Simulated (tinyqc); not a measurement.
Phonon-assisted absorption at an indirect gap: sweeps and comparisons. A value that a table varies takes the place of the one given here.

alpha(E) = sum_j A_j [N_j (E - Eg + w_j)^2 + (N_j + 1)(E - Eg - w_j)^2], each bracket counted only where its base is positive; N_j = 1/(exp(w_j/kB T) - 1). The first term absorbs a phonon and the second emits one; excitons and direct transitions are left out.

Photodiode (Gaertner form with a dead layer): QE = (1 - R) exp(-alpha xj) [1 - exp(-alpha W)/(1 + alpha L)], R = ((nr - 1)/(nr + 1))^2; responsivity = QE/E in A/W for E in eV.

Constants: kB = 8.617333262e-05 eV/K.

Values chosen for the exercise (loosely those of Si at room temperature; Eg is not tied to T; not measured data):
```
symbol  value         unit         meaning
Eg      1.114         eV           indirect gap, held fixed unless listed
w       (58.7, 17.6)  meV          two zone-edge phonons
A       (2900, 570)   1/(cm eV^2)  their strengths
T       300           K
nr      3.67                       refractive index
xj      0.27          micrometre   dead layer at the surface
W       3.2           micrometre   depleted width
L       130           micrometre   minority diffusion length below it
E       1.212         eV           photon energy
```

## The square root of alpha at three temperatures

The gap is held fixed, so only the phonon occupations change.

sqrt(alpha) (1/cm^(1/2)):
```
E - Eg (eV)     4 K   150 K   600 K
-0.04         0.000   0.105   0.693
-0.02         0.000   0.216   1.434
0.00          0.000   0.410   2.273
0.02          0.057   0.690   3.241
0.04          0.535   1.158   4.362
0.07          1.391   2.122   6.285
0.10          2.969   3.702   8.644
0.15          5.845   6.689  13.021
0.20          8.767   9.768  17.592
0.30         14.639  15.988  26.922
0.45         23.465  25.360  41.065
0.60         32.296  34.746  55.263
```

Below the gap only phonon absorption acts: at E - Eg = -0.02 eV sqrt(alpha) is 0.000, 0.216 and 1.434 at 4, 150 and 600 K. A straight line through the last two rows meets the axis at E - Eg = +0.0514, +0.0447 and +0.0162 eV: the intercept is roughly a weighted mean of the thresholds, not the gap, and it moves from the emission side towards Eg as the occupations grow. At the last row alpha grows by a factor 2.93 from the lowest to the highest temperature at fixed gap.

## Spectral response

Response:
```
E (eV)  wavelength (nm)  alpha (1/cm)  1/alpha (micrometre)  dead layer  collected     QE    A/W
1.13               1097          2.52              3.96e+03       1.000      0.033  0.022  0.019
1.17               1060          9.26              1.08e+03       1.000      0.110  0.074  0.063
1.23               1008          42.4                   236       0.999      0.364  0.245  0.199
1.31                946           146                  68.5       0.996      0.671  0.450  0.343
1.41                879           371                  27.0       0.990      0.848  0.565  0.401
1.56                795           908                  11.0       0.976      0.942  0.618  0.396
1.76                704      1.99e+03                  5.01       0.948      0.980  0.625  0.355
2.01                617      3.95e+03                  2.53       0.899      0.995  0.602  0.299
2.31                537      7.17e+03                  1.39       0.824      0.999  0.554  0.240
2.71                458      1.30e+04                 0.772       0.705      1.000  0.474  0.175
```

QE is highest, 0.625, at 1.76 eV of those listed and the responsivity at 1.41 eV; reflection alone caps QE at 0.673. Near the gap weak absorption limits it (collected share 0.033); at the top the dead layer passes 0.705. Far above the gap the quadratic law and a constant index are only rough.

## What moves the response

At the energy E. Each row changes one parameter from the base and keeps the others.

Results:
```
case                  alpha (1/cm)      QE
base                         28.46  0.1861
Eg = 1.094 eV                44.18  0.2513
T = 350 K                    35.04  0.2156
W = 6.4 micrometre           28.46  0.1905
L = 65 micrometre            28.46  0.1102
xj = 0.54 micrometre         28.46  0.1860
nr = 3.85                    28.46  0.1810
```

The largest shifts from the base row, up to three for each result and ties (the steps differ in size, so this ranks the rows, not the parameters). alpha (1/cm): Eg +15.7, T +6.57; unchanged at the printed digits by W, L, xj and nr. QE: L -0.0760, Eg +0.0651, T +0.0295.

Program tinyqc; command `OMP_NUM_THREADS=1 python tinyqc.py 1681595 1681596 out.jsonl`; about 0.01 s on one thread of a shared Intel(R) Xeon(R) Processor @ 2.30GHz.
